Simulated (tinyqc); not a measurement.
Inside a calculation. Method: LDA (VWN5) atom on a uniform radial grid, spin-unpolarised, for He. Computed by tinyqc, a small Python program that keeps every step. Settings: Z = 2, points = 128, R = 8.3, functional = lda,vwn, mixing = 1.0, iteration cap = 69. Command: `OMP_NUM_THREADS=1 python tinyqc.py 25710 25711 out.jsonl` (the two numbers bound the seeds that draw the settings). One thread of a shared host (Intel(R) Xeon(R) Processor @ 2.60GHz), about 0.05 s of CPU time with the checks. Later iterations appear only in the table of the cycle.

## Iteration 1

Spherical atom on a uniform radial grid r_j = j h with h = R/(N + 1), h sum u^2 = 1 and integrals as h times sums, u(0) = u(R) = 0 (atomic units):

| parameter | value |
|---|---|
| Z | 2 |
| points N | 128 |
| R | 8.300000 |
| h | 0.064341 |
| mixing | 1.000000 |
| electrons in 1s | 2 |

Three-point differences turn -u''/2 + [l(l+1)/2r^2 - Z/r + V] u = e u into a tridiagonal matrix (diagonal 1/h^2 + potential, off-diagonal -1/2h^2). D = sum f u^2; the Hartree potential y/r solves y'' = -D/r with y(0) = 0, y(R) = N_e; v_xc comes from rho = D/(4 pi r^2); E = sum f e - int D V + int D (V_H/2 + eps_xc); V(new) = V + mixing (V_H + v_xc - V).

eigenvalues (hartree): 1s -1.99179

Every 8th grid point:

| r | V in | u(1s) | D | V_H | v_xc |
|---|---|---|---|---|---|
| 0.51473 | 0.00000 | 1.03874 | 2.15797 | 2.87791 | -0.92841 |
| 1.02946 | 0.00000 | 0.74417 | 1.10759 | 1.84546 | -0.48921 |
| 1.54419 | 0.00000 | 0.39986 | 0.31977 | 1.28406 | -0.26112 |
| 2.05891 | 0.00000 | 0.19098 | 0.07294 | 0.97005 | -0.14082 |
| 2.57364 | 0.00000 | 0.08551 | 0.01462 | 0.77694 | -0.07630 |
| 3.08837 | 0.00000 | 0.03676 | 0.00270 | 0.64757 | -0.04124 |
| 3.60310 | 0.00000 | 0.01536 | 0.00047 | 0.55507 | -0.02211 |
| 4.11783 | 0.00000 | 0.00629 | 0.00008 | 0.48569 | -0.01172 |
| 4.63256 | 0.00000 | 0.00253 | 1.28e-05 | 0.43173 | -0.00614 |
| 5.14729 | 0.00000 | 0.00101 | 2.03e-06 | 0.38855 | -0.00319 |
| 5.66202 | 0.00000 | 0.00040 | 3.16e-07 | 0.35323 | -0.00164 |
| 6.17674 | 0.00000 | 0.00016 | 4.82e-08 | 0.32380 | -0.00084 |
| 6.69147 | 0.00000 | 0.00006 | 7.23e-09 | 0.29889 | -0.00043 |
| 7.20620 | 0.00000 | 2.29e-05 | 1.04e-09 | 0.27754 | -0.00022 |
| 7.72093 | 0.00000 | 7.89e-06 | 1.25e-10 | 0.25904 | -0.00010 |
| 8.23566 | 0.00000 | 7.29e-07 | 0 | 0.24285 | -9.47e-06 |

total energy = -2.6790982 hartree

## Iteration 2

As before.

eigenvalues (hartree): 1s -0.37531

Every 8th grid point:

| r | V in | u(1s) | D | V_H | v_xc |
|---|---|---|---|---|---|
| 0.51473 | 1.94950 | 0.84542 | 1.42947 | 2.34070 | -0.81559 |
| 1.02946 | 1.35626 | 0.76542 | 1.17172 | 1.66365 | -0.49779 |
| 1.54419 | 1.02294 | 0.56534 | 0.63922 | 1.22896 | -0.32228 |
| 2.05891 | 0.82923 | 0.38882 | 0.30236 | 0.95369 | -0.21577 |
| 2.57364 | 0.70064 | 0.25851 | 0.13365 | 0.77203 | -0.14769 |
| 3.08837 | 0.60633 | 0.16887 | 0.05703 | 0.64606 | -0.10270 |
| 3.60310 | 0.53296 | 0.10926 | 0.02388 | 0.55460 | -0.07225 |
| 4.11783 | 0.47397 | 0.07032 | 0.00989 | 0.48554 | -0.05124 |
| 4.63256 | 0.42558 | 0.04511 | 0.00407 | 0.43168 | -0.03654 |
| 5.14729 | 0.38536 | 0.02885 | 0.00167 | 0.38854 | -0.02614 |
| 5.66202 | 0.35159 | 0.01838 | 0.00068 | 0.35323 | -0.01870 |
| 6.17674 | 0.32295 | 0.01159 | 0.00027 | 0.32379 | -0.01333 |
| 6.69147 | 0.29846 | 0.00715 | 0.00010 | 0.29889 | -0.00937 |
| 7.20620 | 0.27732 | 0.00414 | 3.43e-05 | 0.27754 | -0.00634 |
| 7.72093 | 0.25893 | 0.00198 | 7.82e-06 | 0.25904 | -0.00379 |
| 8.23566 | 0.24284 | 0.00021 | 8.89e-08 | 0.24285 | -0.00085 |

total energy = -2.7946535 hartree

## Convergence

Stop when input and output potentials agree to 1e-7.

Course of the cycle (hartree):

| iteration | E | e(1s) | largest \|V(out) - V(in)\| |
|---|---|---|---|
| 1 | -2.6790982 | -1.99179 | 2.35e+00 |
| 2 | -2.7946535 | -0.37531 | 7.19e-01 |
| 3 | -2.8159748 | -0.66396 | 3.12e-01 |
| 4 | -2.8198536 | -0.52764 | 1.34e-01 |
| 5 | -2.8205951 | -0.58387 | 5.86e-02 |
| 6 | -2.8207346 | -0.55891 | 2.55e-02 |
| 7 | -2.8207611 | -0.56967 | 1.11e-02 |
| 8 | -2.8207661 | -0.56497 | 4.82e-03 |
| 9 | -2.8207670 | -0.56701 | 2.10e-03 |
| 10 | -2.8207672 | -0.56612 | 9.12e-04 |
| 11 | -2.8207672 | -0.56651 | 3.97e-04 |
| 12 | -2.8207672 | -0.56634 | 1.73e-04 |
| 13 | -2.8207672 | -0.56641 | 7.50e-05 |
| 14 | -2.8207672 | -0.56638 | 3.26e-05 |
| 15 | -2.8207672 | -0.56639 | 1.42e-05 |
| 16 | -2.8207672 | -0.56639 | 6.18e-06 |
| 17 | -2.8207672 | -0.56639 | 2.69e-06 |
| 18 | -2.8207672 | -0.56639 | 1.17e-06 |
| 19 | -2.8207672 | -0.56639 | 5.08e-07 |
| 20 | -2.8207672 | -0.56639 | 2.21e-07 |
| 21 | -2.8207672 | -0.56639 | 9.61e-08 |

Converged in 21 iterations. A uniform grid resolves the cusp poorly: for a bare nucleus this grid gives 1s at -1.99179 against -Z^2/2 = -2 hartree. Before convergence this energy mixes input and output and is not variational, so it may rise towards its limit.
